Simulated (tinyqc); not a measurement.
Inside a calculation. Model: capacitance measurement on a leaky thin oxide: effects of series resistance and leakage.

tinyqc, about 0.01 s, one thread, Intel Xeon 2.30GHz (shared host): `OMP_NUM_THREADS=1 python tinyqc.py 2022176 2022177 out.jsonl` Printed values are rounded.

The device is a capacitance C in parallel with a leakage conductance G, in series with Rs and Ls. An impedance meter reports either a parallel pair (Cp, Gp) from Y = 1/Z = Gp + i w Cp or a series pair (Cs, Rm) from Z = Rm + 1/(i w Cs); w = 2 pi f, dissipation D = Gp/(w |Cp|).

Inputs (values chosen for the exercise); values of the order met in thin-oxide MOS capacitors: relative permittivity of the gate insulator (close to silicon dioxide) eox = 3.9; insulator thickness tox = 2.9 nm; gate area A = 10000 um^2; oxide-equivalent thickness added by the accumulation layer zc = 0.46 nm; oxide-equivalent thickness added by gate depletion zp = 0 nm; gate leakage current density, not matched to the thickness Jg = 1.8 A/cm^2; voltage for an e-fold rise of the leakage Vs = 0.37 V; series resistance Rs = 13 ohm; series inductance Ls = 0 nH; measuring frequency f = 1e6 Hz.

Constants: eps0 = 8.8541878128e-14 F/cm where lengths are in cm. Results are converted to the units shown.

## True capacitance and conductance

EOT = 3.9 tox/eox; CET = EOT + zc + zp; C = 3.9 eps0 A/CET; G = Jg A/Vs.

EOT = 2.9 nm
CET = 3.36 nm
C = 102.772 pF
G = 486.486 uS

## What the meter reports

Z = Rs + i w Ls + 1/(G + i w C).

Z = 757.271-987.902i ohm
Cp = 101.477 pF
Gp = 488.748 uS
Cs = 161.104 pF
D = 0.766544

Cp is 1.3 % below C and Cs is 57 % above it; G Rs = 0.00632, w C Rs = 0.00839 and G/(w C) = 0.753.
